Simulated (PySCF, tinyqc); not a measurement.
CCSD on RHF in the sto-6g basis, for H3+, spin multiplicity 1, step by step. The lowest restricted solution is unstable here: a spin-polarised one lies 0.0121 hartree lower (PySCF). One step of it, computed by the program tinyqc.

Problem. Iteration 9 (converged): orbitals. Diagonalise F' = X^T F X, C = X C', fill 1 alpha and 1 beta electrons from the bottom; D = 2 C_occ C_occ^T. Each column has its largest component positive (the first on a tie).

converged F (hartree), order 1H 1s, 2H 1s, 3H 1s:
```
[[-0.623229, -0.465901, -0.465901],
 [-0.465901, -0.471108, -0.150019],
 [-0.465901, -0.150019, -0.471108]]
```

X, order 1H 1s, 2H 1s, 3H 1s:
```
[[1.116498, -0.208764, -0.208764],
 [-0.208764, 1.056815, 0.029610],
 [-0.208764, 0.029610, 1.056815]]
```

Give: F' = X^T F X; orbital energies; coefficients C; D after iteration 9.

Solution.

F' = X^T F X (hartree):
```
[[-0.3967, -0.3196, -0.3196],
 [-0.3196, -0.3518, -0.0130],
 [-0.3196, -0.0130, -0.3518]]
```

orbital energies (hartree): [-0.8330, -0.3388, 0.0716]

coefficients C, order 1H 1s, 2H 1s, 3H 1s:
```
[[0.5982, 0.0000, 0.9879],
 [0.3834, 0.7263, -0.6977],
 [0.3834, -0.7263, -0.6977]]
```

D after iteration 9, order 1H 1s, 2H 1s, 3H 1s:
```
[[0.7157, 0.4587, 0.4587],
 [0.4587, 0.2939, 0.2939],
 [0.4587, 0.2939, 0.2939]]
```
